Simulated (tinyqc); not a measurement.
Range and order of the fit: effective mass of the light-hole band from tabulated energies.

c = hbar^2/2m0.
Constants: hbar^2/2m0 = 3.80998211 eV angstrom^2.

Energies along [110], from the band edge downward:
```
k (1/angstrom),E (meV)
0.000000,0.00000
0.002100,1.12520
0.004200,4.42950
0.006300,9.71780
0.008400,16.71920
0.010500,25.13770
0.012600,34.69090
0.014700,45.13070
0.016800,56.24950
```

reference mass (curvature of the model at k = 0.0001 1/angstrom) = 0.014851 m0

Least-squares fits of E = a k^2 (+ b k^4 + d k^6) over points 1 to n, and the line y = c k^2/E against E; errors of m against the reference.

Results:
```
n,E at point n (meV),one term (%),two terms (%),three terms (%),line (%),"rms residual, one term (meV)"
3,9.7,4.30,0.15,0.00,-0.01,0.063
4,16.7,7.14,0.47,0.02,-0.02,0.176
5,25.1,10.52,1.02,0.09,-0.04,0.374
6,34.7,14.34,1.82,0.24,-0.07,0.673
7,45.1,18.55,2.89,0.49,-0.11,1.082
8,56.2,23.10,4.21,0.86,-0.17,1.605
```

What does the comparison show?

The error of the parabola goes from +4.30 to +23.10 % as the range widens, and at n = 8 its residual, 1.61 meV, is only 2.9 % of the top energy: a small residual does not vouch for the mass. Over the full range (n = 8) the best form is the line (0.17 %); the line errs by -0.01 % at n = 3 and -0.17 % at n = 8. Without scatter, a narrower range or a second term is the cure: at n = 8 the errors are +23.10, +4.21 and +0.86 % for one, two and three terms. Three terms on three points interpolate exactly.

Program tinyqc; command `OMP_NUM_THREADS=1 python tinyqc.py 1850997 1850998 out.jsonl`; about 0.01 s on one thread of a shared Intel(R) Xeon(R) Processor @ 2.30GHz.
